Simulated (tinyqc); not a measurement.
Inside a calculation. Model: punch-through p+-n junction, ionisation integral and breakdown.

Computed by the program tinyqc: `OMP_NUM_THREADS=1 python tinyqc.py 2120056 2120057 out.jsonl`, one thread of a shared Intel Xeon 2.30GHz, about 0.08 s for the whole run. Printed values are rounded.

A p+ layer at x < 0 and an n drift layer from x = 0 to L on an n+ substrate. Depletion approximation, built-in voltage neglected. Local ionisation coefficients alpha_n = an exp(-(bn/E)^mx), alpha_p = ap exp(-(bp/E)^mx). Electrons move towards +x, holes towards x = 0.

Values chosen for this exercise; material values close to those of 4H silicon carbide:
```
symbol   value   unit                                           meaning
eps_r     9.83                                    relative permittivity
an      1.81e8   1/cm  prefactor of the electron ionisation coefficient
bn      3.39e7   V/cm                      field constant for electrons
ap      3.39e8   1/cm      prefactor of the hole ionisation coefficient
bp      2.52e7   V/cm                          field constant for holes
mx           1                                                 exponent
N       8.4e16  cm^-3                  donor density of the drift layer
L            1     um                      thickness of the drift layer
V          223      V                                   reverse voltage
fr           1         share of the depleted width that the grid covers
```

Constants: q = 1.602176634e-19 C, eps0 = 8.8541878128e-14 F/cm where lengths are in cm. Results are converted to the units shown.

## Field and ionisation coefficients on a grid

W = sqrt(2 eps0 eps_r V/(q N)), peak field E0 = q N W/(eps0 eps_r), falling linearly to 0 at W; if W > L the layer is punched through: W = L, E0 = V/L + q N L/(2 eps0 eps_r), falling linearly to E1 = V/L - q N L/(2 eps0 eps_r). Grid: 13 equal steps from 0 to fr W.

W = 1 um

```
point	x (um)	E (kV/cm)	alpha_n (1/cm)	alpha_p (1/cm)
0	0.000000	3003.139	2266.105	76902.21
1	0.076923	2884.194	1422.672	54406.30
2	0.153846	2765.250	858.0975	37362.03
3	0.230769	2646.305	494.5732	24805.00
4	0.307692	2527.361	270.6448	15845.43
5	0.384615	2408.417	139.5426	9683.752
6	0.461538	2289.472	67.16159	5622.924
7	0.538462	2170.528	29.83513	3076.141
8	0.615385	2051.583	12.06351	1569.190
9	0.692308	1932.639	4.363283	736.8208
10	0.769231	1813.695	1.381096	313.3182
11	0.846154	1694.750	0.3719702	118.1626
12	0.923077	1575.806	0.08218379	38.46279
13	1.000000	1456.861	0.01419032	10.42337
```

## Ionisation integrals by the trapezoid rule

G(x) = integral from 0 to x of (alpha_n - alpha_p); I_n = integral of alpha_n exp(-G) (electrons injected at x = 0), I_p = integral of alpha_p exp(G(end) - G) (holes injected at the far edge); M = 1/(1 - I). All integrals by the trapezoid rule on the grid.

```
point	G	alpha_n exp(-G) (1/cm)
0	0.000000	2266.105
1	-0.490845	2324.214
2	-0.835028	1977.811
3	-1.068929	1440.326
4	-1.222334	918.867
5	-1.318946	521.816
6	-1.377022	266.167
7	-1.410107	122.216
8	-1.427813	50.300
9	-1.436619	18.354
10	-1.440636	5.833
11	-1.442289	1.574
12	-1.442889	0.348
13	-1.443077	0.060
```

I_n = 0.06754544
I_p = 0.7671636
M_n = 1.072438
M_p = 4.294861

A grid of 1500 steps over the whole width gives I_n = 0.06729 and I_p = 0.7762; the coarse I_n is 0.38 % above and the coarse I_p 1.2 % below those values. Holes multiply more: on this coarse grid M - 1 is 45.5 times as large for them.

## Breakdown voltage by secant steps

G(x) = integral from 0 to x of (alpha_n - alpha_p); I_n = integral of alpha_n exp(-G) (electrons injected at x = 0), I_p = integral of alpha_p exp(G(end) - G) (holes injected at the far edge); M = 1/(1 - I). Secant steps on ln I_n(V) = 0 with the integrals on a fine grid (1500 steps), from the points V = 199 and 228 V; stop when the step is below 1e-7 of V.

Course of the iteration:
```
step	V (V)	I_n	change of V (V)
1	228	0.09632584	35.3
2	263.3096	2.939003	-11.1
3	252.1729	0.7945566	1.96
4	254.1309	0.9806648	0.182
5	254.3125	1.000390	-3.55e-3
6	254.3090	0.9999994	5.89e-6
```

Breakdown at 254.31 V, with a peak field of 3316 kV/cm and W = 1.000 um. The integral for holes reaches 1 at the same voltage.
